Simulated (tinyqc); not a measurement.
Finite line against the semi-infinite law: electromigration in a confined line: Blech product, Korhonen stress evolution and Black's law. Computed by tinyqc, a small Python program. Command: `OMP_NUM_THREADS=1 python tinyqc.py 3017968 3017969 out.jsonl emigr walk`. One thread of a shared host (Intel(R) Xeon(R) Processor @ 2.30GHz), about 0.01 s of CPU time with the checks.

The electron wind pushes atoms from the cathode (x = 0) to the anode (x = L); blocking ends build a back stress (tension positive). The input rho is taken not to change with temperature. d sigma/dt = d/dx [kappa (d sigma/dx + G)], with zero flux at both ends and sigma = sigma_0 at t = 0.

Inputs (values chosen for the exercise, close to those used for copper lines):
```
quantity                      value          unit
resistivity rho                2.22  micro-ohm cm
atomic volume Omega            11.8    angstrom^3
effective charge number Z*      1.8             -
prefactor D0                3.9e-08         m^2/s
activation energy E           0.894            eV
effective modulus B              28           GPa
critical stress sigma_c         150           MPa
initial stress sigma_0           20           MPa
current density j              0.89       MA/cm^2
line length L                   110            um
test temperature T              330             C
```

Start: thermal stress.

Constants: e = 1.602176634e-19 C; k_B = 8.617333262e-05 eV/K; k_B = 1.380649e-23 J/K.

Method:
- G = Z* e rho j/Omega; D = D0 exp(-E/(k_B T)); kappa = D B Omega/(k_B T); drift velocity of an unconfined line v = D Z* e rho j/(k_B T). SI: 1 micro-ohm cm = 1e-8 ohm m, 1 MA/cm^2 = 1e10 A/m^2.
- Temperatures in kelvin are T(C) + 273.15.
- At steady state sigma(x) = sigma_0 + G (L/2 - x). A void forms only if the cathode stress reaches sigma_c, that is if j L exceeds (j L)_c = 2 Omega (sigma_c - sigma_0)/(Z* e rho). Time scale tau = L^2/kappa.
- sigma(x, t) = sigma_0 + G L [1/2 - x/L - 4 sum_(m odd) cos(m pi x/L) exp(-m^2 pi^2 s)/(m pi)^2], s = t/tau, summed to m = 399.
- Semi-infinite line: sigma(0, t) = sigma_0 + 2 G L sqrt(s/pi). One-term form: keep m = 1 alone.

tau = 64.1119 h

stress gradient G = 4.82885 MPa/um

Cathode stress (MPa):
```
s           t (h)  full series  semi-infinite  one term
0.002  1.2822e-01        46.80          46.80     74.52
0.005  3.2056e-01        62.38          62.38     80.68
0.01   6.4112e-01        79.94          79.94     90.54
0.02   1.2822e+00       104.76         104.76    108.87
0.05   3.2056e+00       153.88         154.02    154.16
0.1    6.4112e+00       205.35         209.54    205.35
0.2    1.2822e+01       255.68         288.04    255.68
0.4    2.5645e+01       281.43         399.07    281.43
0.8    5.1290e+01       285.51         556.09    285.51
```

Among these rows the semi-infinite law holds to 1 % up to s = 0.05 and the one-term form from s = 0.05 on: the far end is felt once sqrt(kappa t) is no longer small against L, and by then the terms with m > 1 have nearly died out. The critical stress 150 MPa is passed between s = 0.02 and 0.05. Caution: rows beyond sigma_c are formal, since a void ends the model there.
